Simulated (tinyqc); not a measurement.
Band bending at a free surface with a continuum of surface states, surface photovoltage and Kelvin probe: one step of the calculation.

n-type bulk, xi = Ec - EF = Vt ln(Nc/Nd), p0 = ni^2/Nd, ni = sqrt(Nc Nv) exp(-Eg/(2 Vt)), Eg in volts. b is the upward band bending, u = b/Vt. Space charge per area, in units of q: Qc = sign(b) sqrt((2 eps0 eps_r Vt/q) [(Nd + dn)(exp(-u) - 1) + Nd u + (p0 + dn)(exp(u) - 1)]), with dn the excess density under light (flat quasi-Fermi levels; 0 in the dark). The states hold -Ds (E0 - xi - b): negative while the Fermi level lies above the neutrality level. Neutrality: Qc + Qf + (charge of the states) = 0.

Question. Work function and Kelvin-probe reading. Work function chi + xi + b; contact potential difference CPD = (work function of the sample) - pt. Depth of EF below Ec at the surface: xi + b. Depletion width Qc/Nd.

Values chosen for this exercise; band and dielectric values close to those of gallium arsenide:

| symbol | value | unit | meaning |
|---|---|---|---|
| T | 300 | K | temperature |
| Eg | 1.42 | eV | band gap |
| eps_r | 12.7 |  | relative permittivity |
| Nc | 4.39e17 | cm^-3 | conduction-band density of states at T |
| Nv | 9.16e18 | cm^-3 | valence-band density of states at T |
| chi | 4.04 | eV | electron affinity |
| Nd | 4.4e16 | cm^-3 | donor density |
| pt | 5 | eV | work function of the probe tip |
| E0 | 0.44 | eV | depth of their neutrality level below the conduction edge |

Constants: q = 1.602176634e-19 C, kB = 1.380649e-23 J/K, Vt = kB T/q, eps0 = 8.8541878128e-14 F/cm where lengths are in cm. Results are converted to the units shown.

converged b = 0.36475618 V

Find: xi + b; Qc; Qc/Nd; work function; CPD.

Answer.

xi + b = 0.42422 eV
Qc = 4.5751e11 cm^-2
Qc/Nd = 103.98 nm
work function = 4.4642 eV
CPD = -535.78 mV

The Fermi level lies 15.8 meV above the neutrality level.

tinyqc, about 0.01 s, one thread, Intel Xeon 2.30GHz (shared host): `OMP_NUM_THREADS=1 python tinyqc.py 2430043 2430044 out.jsonl`
